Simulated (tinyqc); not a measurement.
# Short-channel transistor, virtual-source model with series resistance: effects of single changes

The current per gate width is the charge at the top of the source barrier (the virtual source) times its velocity times a saturation function; al and be are fitting constants of the model. Units: I in uA/um, Rs in ohm um, so I Rs = 1e-6 I Rs in volts; Q in uC/cm^2, so I = 1e-4 Q vx0 Fsat with vx0 in cm/s.

Inputs (values chosen for the exercise):

| symbol | value | unit | meaning |
|---|---|---|---|
| T | 300 | K | temperature |
| Cinv | 2.16 | uF/cm^2 | inversion capacitance |
| vx0 | 2.57e7 | cm/s | velocity at the virtual source |
| mu | 91 | cm^2/(V s) | apparent mobility |
| L | 16 | nm | channel length |
| VT0 | 0.326 | V | threshold at zero drain voltage |
| dl | 0.161 | V/V | drain-induced barrier lowering |
| n0 | 1.09 |  | subthreshold factor |
| nd | 0.2 | 1/V | growth of n with drain voltage |
| al | 3.5 |  | threshold shift (in units of Vt) from weak to strong inversion |
| be | 1.4 |  | sharpness of saturation |
| Rs | 50 | ohm um | series resistance of each contact |

Constants: q = 1.602176634e-19 C, kB = 1.380649e-23 J/K, Vt = kB T/q. Results are converted to the units shown.

Each table varies one quantity; the others keep the values above.

## Effect of the drain-induced barrier lowering on the on and off currents

Intrinsic voltages Vg' = Vgs - I Rs, Vd' = Vds - 2 I Rs. n = n0 + nd Vd', VT = VT0 - dl Vd', Ff = 1/(1 + exp((Vg' - VT + al Vt/2)/(al Vt))), Q = Cinv n Vt ln(1 + exp((Vg' - VT + al Vt Ff)/(n Vt))), Vdsat = (vx0 L/mu)(1 - Ff) + Vt Ff, Fsat = u/(1 + u^be)^(1/be) with u = Vd'/Vdsat, and I = Q vx0 Fsat per width. I is solved self-consistently. Ion is I at Vgs = Vds = 0.6 V, Ioff at Vgs = 0, Vds = 0.6 V, and Rlin = Vds/I at Vgs = 0.6 V, Vds = 0.05 V.

Effect of the drain-induced barrier lowering on the on and off currents:
```
dl (V/V)  Ion (uA/um)  Ioff (nA/um)  log10(Ion/Ioff)  Rlin (ohm um)
0              862.03        80.855           4.0278         398.91
0.04           916.60        167.46           3.7383         397.46
0.08           969.95        343.06           3.4514         396.02
0.12           1022.1        693.25           3.1686         394.60
0.16           1072.9        1377.2           2.8916         393.20
0.2            1122.6        2678.7           2.6223         391.81
0.24           1171.0        5076.1           2.3630         390.44
0.28           1218.2        9317.5           2.1164         389.08
```

What does the comparison show?

As dl goes from 0 to 0.28 V/V, Ion rises from 862 to 1220 uA/um, Ioff rises from 80.9 to 9320 nA/um and Rlin falls from 399 to 389 ohm um. Ion changes by a factor of 1.41 and Ioff by 115. The off current depends on it through an exponential, the on current about linearly. For dl = 0.16 to 0.28 V/V the off current passes 1 uA/um, so the device is hardly off at Vgs = 0.

## Effect of the series resistance of each contact on the on and off currents

Same model as above.

Results:
```
Rs (ohm um)  Ion (uA/um)  Ioff (nA/um)  log10(Ion/Ioff)  Rlin (ohm um)
0                   1434          1405            3.009          288.5
50                  1074          1401            2.885          393.2
100                866.4          1397            2.793          496.1
150                729.8          1393            2.719          598.2
200                632.7          1389            2.658          699.8
300                502.7          1382            2.561          902.0
400                419.1          1374            2.484           1103
```

Estimate the missing row, Rs = 25 ohm um.

Computed row:
```
Rs (ohm um)  Ion (uA/um)  Ioff (nA/um)  log10(Ion/Ioff)  Rlin (ohm um)
25                  1226          1403            2.942          341.1
```

With this row back in the table: As Rs goes from 0 to 400 ohm um, Ion falls from 1430 to 419 uA/um, Ioff falls from 1400 to 1370 nA/um and Rlin rises from 289 to 1100 ohm um. Ion changes by a factor of 0.292 and Ioff by 0.979. In every row the off current passes 1 uA/um, so the device is hardly off at Vgs = 0.

## Effect of the apparent mobility on the on and off currents

Same model as above.

Effect of the apparent mobility on the on and off currents:
```
mu (cm^2/(V s))  Ion (uA/um)  Ioff (nA/um)  log10(Ion/Ioff)  Rlin (ohm um)
50                    830.04        1357.0           2.7865         622.23
85                    1048.3        1397.1           2.8752         412.94
140                   1219.7        1417.6           2.9347         294.76
240                   1350.9        1429.5           2.9754         217.63
410                   1429.9        1435.9           2.9982         171.74
700                   1472.8        1439.4           3.0100         143.93
1200                  1494.9        1441.4           3.0158         126.83
2000                  1505.3        1442.4           3.0185         116.84
```

As mu goes from 50 to 2000 cm^2/(V s), Ion rises from 830 to 1510 uA/um, Ioff rises from 1360 to 1440 nA/um and Rlin falls from 622 to 117 ohm um. Ion changes by a factor of 1.81 and Ioff by 1.06. In every row the off current passes 1 uA/um, so the device is hardly off at Vgs = 0.

Numbers from tinyqc (`OMP_NUM_THREADS=1 python tinyqc.py 2380075 2380076 out.jsonl`; about 0.01 s on one thread of a shared Intel Xeon 2.30GHz).
